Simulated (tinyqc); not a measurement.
# Hexagonal on-chip spiral inductor, lumped pi model, step by step

tinyqc, about 0.01 s, one thread, Intel Xeon 2.30GHz (shared host): `OMP_NUM_THREADS=1 python tinyqc.py 2302046 2302047 out.jsonl` Printed values are rounded.

Outer diameter do = di + 2 n wd + 2 (n - 1) sp, mean da = (do + di)/2, fill p = (do - di)/(do + di), length l = 3.464 n da. L = 2.33 mu0 n^2 da/(1 + 3.82 p), mu0 = 4 pi 1e-7 H/m. Rs = rho l/(wd delta (1 - exp(-th/delta))), delta = sqrt(rho/(pi f mu0)). Cs = n wd^2 eps0 eo/hu across the coil. At each end Cox = l wd eps0 eo/(2 ho) leads to the substrate branch Rsi = 2 rs he/(l wd) in parallel with Csi = l wd eps0 11.7/(2 he). With one end grounded Y = 1/(Rs + i w L) + i w Cs + 1/[1/(i w Cox) + 1/(1/Rsi + i w Csi)], w = 2 pi f; Q = -Im Y/Re Y. Eddy currents in neighbouring turns and in the substrate are left out.

Values chosen for this exercise; values of the order met in silicon radio-frequency processes: number of turns n = 3.5; line width wd = 15 um; space between turns sp = 2 um; inner diameter di = 40 um; metal thickness th = 2 um; metal resistivity rho = 2.2 uohm cm; oxide below the coil ho = 4.8 um; oxide between coil and underpass hu = 1.1 um; relative permittivity of the oxide eo = 3.9; substrate resistivity rs = 20 ohm cm; effective spreading depth in the substrate he = 30 um; frequency f = 1.5 GHz.

Constants: eps0 = 8.8541878128e-12 F/m. Results are converted to the units shown.

## Geometry and model elements

do, l, L, delta, Rs, Cs, Cox, Rsi and Csi as defined.

do = 155 um
l = 1182.090 um
L = 1.075094 nH
delta = 1.927462 um
Rs = 1.393028 ohm
Cs = 24.72129 fF
Cox = 63.77991 fF
Rsi = 676.7674 ohm
Csi = 30.61436 fF

Rs is 1.61 times the direct-current value in this empirical form, which overstates the skin effect of a flat slab when delta is near th and so stands in for some current crowding.

## Admittance, quality factor and apparent inductance

Series branch 1/(Rs + i w L), substrate branch, total Y, Q = -Im Y/Re Y, apparent inductance Im(1/Y)/w, metal-only value w L/Rs, share of the loss in the substrate Re(substrate branch)/Re Y.

series branch = 13.31659-96.86134i mS
substrate branch = 0.1794783+0.4930507i mS
Y = 13.49606-96.13530i mS
Q = 7.123210
apparent inductance = 1.082356 nH
w L/Rs = 7.273737
share of the loss in the substrate = 1.329856 %

Q is 97.9 % of the metal-only value.
